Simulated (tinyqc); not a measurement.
Permittivity and interface capacitance from two thicknesses.

Problem. 1/C = t/(eps0 ek) + 2/ci for planar capacitors that differ only in thickness. Find ek, ci and the EOT of the interfaces, 2 x 3.9 eps0/ci.

Constants: eps0 = 8.8541878128e-14 F/cm where lengths are in cm. Results are converted to the units shown.

C at t = 14 and 43 nm (uF/cm^2): 5.7520789  2.4721625

Solution. 1/C is a straight line in t: the slope gives ek and the intercept 2/ci. A single thickness would give only the effective permittivity; when the interfaces are a small part of 1/C, ci needs very accurate data.

ek = 142
ci = 32.0 uF/cm^2
EOT of the interfaces = 0.216 nm

Computed by the program tinyqc: `OMP_NUM_THREADS=1 python tinyqc.py 2102133 2102134 out.jsonl`, one thread of a shared Intel Xeon 2.30GHz, about 0.01 s for the whole run.
